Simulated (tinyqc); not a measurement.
Anisotropic wet etching of Si(100): plane rates, V-grooves, membranes and undercut: one step, computed by the program tinyqc.

A long slot opens the mask on a (100) wafer. The floor etches at R100; (111) walls stand at theta = arctan(sqrt2) = 54.7356 degrees to the surface and recede at R111 along their normal.

Task: Designing a membrane from the back side. Etch depth d - membrane, time = depth/R100; for a membrane as wide as w the opening must be w + sqrt2 depth - 2 u time; oxide mask consumed R_ox x time; a 1 K error changes the depth by the fraction E/(k_B T^2); a convex mask corner, such as that of a mesa, would retreat by c x depth.

Inputs (values chosen for the exercise, close to those used for potassium hydroxide solutions): activation energy of (100), E = 0.591 eV; corner undercut rate over (100) rate, c = 1.9; bath temperature T = 90 C; width w (mask opening along <110>, or membrane width in the design step) = 110 um; wafer thickness d = 675 um; membrane thickness wanted = 16 um.

R100 = 2.575813 um/min

lateral rate u = 0.04900315 um/min

R_ox = 0.01345697 um/min

Constants: k_B = 8.617333262e-05 eV/K.

Give: time to reach the membrane; opening needed; oxide consumed; depth error per kelvin; retreat of a convex corner.

Result:

time to reach the membrane = 255.8 min

opening needed = 1017 um

oxide consumed = 3443 nm

depth error per kelvin = 34.27 um

retreat of a convex corner = 1252.1 um

The error per kelvin is 214 % of the membrane, so a timed etch cannot hold it and an etch stop is needed. The oxide loss calls for a nitride mask. A corner retreat larger than the depth shows why mesas need compensation structures. Caution: rates also depend on concentration, doping, additives and stirring, all held fixed here.
